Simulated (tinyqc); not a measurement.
# Van der Pauw, Hall and four-point-probe measurements on a doped layer: correction factor against the shape of the sample

A uniform p-type layer with sheet resistance Rs = 1/(q ns mu), point contacts, low field (mu B small).

Rs = 1/(q ns mu). For a rectangle with contacts at the corners, RA = (8 Rs/pi) sum_(k>=0) ln coth((2k + 1) pi a/(2 b)) with current along a short side b and voltage along the opposite one, RB the same with a and b exchanged. ar = a/b. F = Rs/[(pi/ln 2)(RA + RB)/2]; small-asymmetry estimate 1 - (ln 2/2) d^2 - ((ln 2)^2/4 - (ln 2)^3/12) d^4 with d = (RB - RA)/(RB + RA).

Parameters, values chosen for the exercise:
- ns = 3.7e14 cm^-2 (sheet density of the layer)
- mu = 45 cm^2/(V s) (drift mobility)

Constants: q = 1.602176634e-19 C. Results are converted to the units shown.

Result of one run:
```
RA (ohm)  RB (ohm)  RB/RA       F  estimate of F
21.37        215.7  10.09  0.6977         0.7254
```

Which side ratio a/b of a rectangular sample with corner contacts ar gave this result: 1.14, 1.29, 1.43, 1.57 or 1.86?

ar = 1.43.

The whole series:
```
ar    RA (ohm)  RB (ohm)  RB/RA       F  estimate of F
1        82.71     82.71  1.000   1.000          1.000
1.14     53.20     122.0  2.293  0.9442         0.9444
1.29     33.19     168.9  5.089  0.8185         0.8249
1.43     21.37     215.7  10.09  0.6977         0.7254
1.57     13.77     264.5  19.22  0.5944         0.6577
1.71     8.867     314.6  35.48  0.5114         0.6167
1.86     5.535     369.2  66.70  0.4415         0.5917
2        3.565     420.7  118.0  0.3899         0.5787
```

RB/RA rises from 1.00 to 118 and F falls from 1.00 to 0.390. The estimate is 0.78 % above F at a/b = 1.29 and 48 % above it in the last row. RA shrinks about as exp(-pi a/b): by a factor of 1.55 between the last two rows, against 1.55.

tinyqc, about 0.01 s, one thread, Intel Xeon 2.30GHz (shared host): `OMP_NUM_THREADS=1 python tinyqc.py 2850194 2850195 out.jsonl`
